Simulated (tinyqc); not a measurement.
# Well width for a wanted wavelength

Problem. The layer is x parts of the first compound and 1 - x of the second, grown coherently on the second as substrate and barrier. Rows of the table: lattice constant a, average valence level Ea on an absolute scale, spin-orbit splitting so, gaps at Gamma, X and L, hydrostatic deformation potentials av and ac (Gamma), shear potential b, elastic constants, electron and heavy-hole (along z) masses. All are interpolated linearly in x; gaps get -C x (1 - x), taken wholly in the conduction band; real line-ups can differ from this model by 0.1 eV or more. In-plane strain e = (a_substrate - a)/a, e_z = -2 (c12/c11) e, volume change 2 e + e_z. With v = 2 e + e_z and d = 2 b (e_z - e): Eav = Ea + av v; E_hh = Eav + so/3 - d/2; E_lh = Eav - so/6 + d/4 + sqrt(so^2 + so d + 9 d^2/4)/2; E_c = Ea + so/3 + EG + ac v (Gamma). Substrate: E_v = Ea + so/3, E_c = E_v + EG. Well depths: dEc = E_c(substrate) - E_c, dEhh = E_hh - E_v(substrate), dElh likewise; strained Gamma gap E_c - max(E_hh, E_lh); positive values confine carriers in the layer. Lowest level of a finite well of width Lw and depth V: kw Lw/2 = arctan(sqrt((mw/mb)(V - E)/E)), kw = sqrt(mw E/C), C = hbar^2/(2 m0), for electrons (dEc) and heavy holes (dEhh), mb from the substrate; transition E_c - E_hh + both levels, without exciton binding; wavelength h c/E. Find Lw and the two levels.

Parameters, values chosen for the exercise:
- x = 0.12 (fraction of the first compound in the layer)
- CG = 0.477 eV (bowing of the Gamma gap)
- CX = 1.4 eV (bowing of the X gap)
- CL = 0.33 eV (bowing of the L gap)

Constants: q = 1.602176634e-19 C, hbar = 1.054571817e-34 J s, h = 6.62607015e-34 J s, m0 = 9.1093837015e-31 kg, c = 299792458 m/s, hbar^2/(2 m0) = 0.0380998212 eV nm^2. Results are converted to the units shown.

Binary compounds, values chosen for the exercise:

|  | close to InAs | close to GaAs |
|---|---|---|
| a (angstrom) | 6.058 | 5.653 |
| Ea (eV) | -6.67 | -6.92 |
| so (eV) | 0.385 | 0.345 |
| EG (eV) | 0.35 | 1.41 |
| EX (eV) | 1.37 | 1.9 |
| EL (eV) | 1.08 | 1.69 |
| av (eV) | 1.01 | 1.15 |
| ac (eV) | -5.08 | -7.25 |
| b (eV) | -1.8 | -1.71 |
| c11 (GPa) | 83.2 | 118 |
| c12 (GPa) | 45.6 | 54.6 |
| me (m0) | 0.0228 | 0.0672 |
| mh (m0) | 0.334 | 0.349 |

wavelength = 941.42541 nm

Answer. Both levels fall steadily as the well widens, so the wavelength rises steadily and one width matches.

Lw = 8.00 nm
electron level = 30.8 meV
heavy-hole level = 8.84 meV

Program tinyqc, `OMP_NUM_THREADS=1 python tinyqc.py 2690113 2690114 out.jsonl`; Intel Xeon 2.30GHz, shared host, one thread, about 0.01 s.
